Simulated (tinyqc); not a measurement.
What each parameter of the potential does: deformation potentials from a strained empirical pseudopotential.

Diamond lattice, no spin-orbit coupling. Atomic form factor V(q) = a1 (q^2 - a2)/(a3 exp(a4 q^2) - 1) in rydberg with q in 1/bohr, for the unstrained cell. Under a strain e the reciprocal vectors and k go over into (1 + e)^(-1) G, the atoms sit at +/- tau with tau = (1 + e) a (1,1,1)/8 - zeta a (eyz, ezx, exy)/4, and H(G,G') = c |k + G|^2 delta + (V(q)/det(1 + e)) cos(q.tau), q = G - G', with the term q = 0 left out; c = hbar^2/2m0. The basis is fixed before straining: all G with |k + G|^2 up to 16 (2 pi/a)^2. k is given in units of 2 pi/a of the unstrained cell.

Constants: hbar^2/2m0 = 3.80998211 eV angstrom^2; Ry = 13.60569312 eV; a0 (Bohr radius) = 0.5291772105 angstrom.

Values chosen for the exercise (near those of Si; not measured data): a = 5.434 angstrom (lattice constant); a1 = 0.531; a2 = 2.216; a3 = 2.075; a4 = 0.487; kD = 0.82 2 pi/a (position of the Delta minimum).

Gaps from the valence top to level 8 at Gamma and level 5 at (kD,0,0) and L, and their deformation potentials [E(+h) - E(-h)]/(3 ln((1 + h)/(1 - h))) for e = +/- h 1, h = 0.002. The row for the lattice constant keeps V(q) without the volume factor, so it is not a strain.

One parameter was then changed.

Results before and after:

| case | Gamma (eV) | Delta (eV) | L (eV) | potential Gamma (eV) | potential Delta (eV) | potential L (eV) |
|---|---|---|---|---|---|---|
| base | 3.887 | 1.076 | 1.910 | -8.77 | 2.56 | -1.96 |
| changed | 3.846 | 1.009 | 1.861 | -8.69 | 2.57 | -1.95 |

Which of these changes was made? (a) a = 5.488 angstrom; (b) a4 = 0.492; (c) a3 = 2.096; (d) a1 = 0.526; (e) a2 = 2.194.

Answer: (d) a1 = 0.526. Of the candidates, run in turn, only this one gives the changed row.

All candidates:

| case | Gamma (eV) | Delta (eV) | L (eV) | potential Gamma (eV) | potential Delta (eV) | potential L (eV) |
|---|---|---|---|---|---|---|
| base | 3.887 | 1.076 | 1.910 | -8.77 | 2.56 | -1.96 |
| a = 5.488 angstrom | 3.750 | 1.363 | 2.006 | -9.05 | 2.25 | -2.16 |
| a1 = 0.526 | 3.846 | 1.009 | 1.861 | -8.69 | 2.57 | -1.95 |
| a2 = 2.194 | 4.002 | 1.003 | 1.915 | -8.70 | 2.62 | -1.93 |
| a3 = 2.096 | 3.842 | 0.983 | 1.846 | -8.67 | 2.56 | -1.96 |
| a4 = 0.492 | 3.796 | 0.991 | 1.835 | -8.60 | 2.64 | -1.89 |

(tinyqc, `OMP_NUM_THREADS=1 python tinyqc.py 1850213 1850214 out.jsonl`, Intel(R) Xeon(R) Processor @ 2.30GHz, 1 thread, shared host, about 0.3 s.)
